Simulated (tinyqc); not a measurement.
# Doping from the ideality factor

Inverse problem. For thermionic-field emission over a Schottky barrier the ideality factor is n = u coth(u) with u = E00/Vt and E00 = (hbar/2) sqrt(Nd/(me m0 eps0 eps_r)) in SI units (volts). Find u, E00 and Nd.

Inputs (values chosen for the exercise); band and dielectric values those of a made-up semiconductor:
```
symbol  value  unit                meaning
T         350     K            temperature
me      0.117    m0          electron mass
eps_r    10.2        relative permittivity
```

Constants: q = 1.602176634e-19 C, kB = 1.380649e-23 J/K, eps0 = 8.8541878128e-12 F/m, hbar = 1.054571817e-34 J s, m0 = 9.1093837015e-31 kg, Vt = kB T/q. Results are converted to the units shown.

n = 3.0993119

Solution. u coth(u) rises steadily from 1, so n fixes u; the definition of E00 then gives Nd.

u = 3.09
E00 = 93.1 meV
Nd = 3.00e19 cm^-3

Numbers from tinyqc (`OMP_NUM_THREADS=1 python tinyqc.py 2640055 2640056 out.jsonl`; about 0.02 s on one thread of a shared Intel Xeon 2.30GHz).
